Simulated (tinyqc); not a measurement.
Drift layer from breakdown voltage and on-resistance.

Problem. An ideal drift layer with a triangular field at breakdown has BV = Ec W/2, N = eps0 eps_r Ec/(q W) and Ron = W/(q mu N). Find Ec, W and N.

Inputs (values chosen for the exercise):
- eps_r = 12.5 (relative permittivity)
- mu = 4980 cm^2/(V s) (electron mobility of the drift layer)

Constants: q = 1.602176634e-19 C, eps0 = 8.8541878128e-14 F/cm where lengths are in cm. Results are converted to the units shown.

BV = 51.961321 V
Ron = 0.011034701 mohm cm^2

Solution. Eliminating W and N gives Ron = 4 BV^2/(eps0 eps_r mu Ec^3), which yields Ec.

Ec = 562 kV/cm
W = 1.85 um
N = 2.10e16 cm^-3

tinyqc, about 0.06 s, one thread, Intel Xeon 2.30GHz (shared host): `OMP_NUM_THREADS=1 python tinyqc.py 2120129 2120130 out.jsonl`
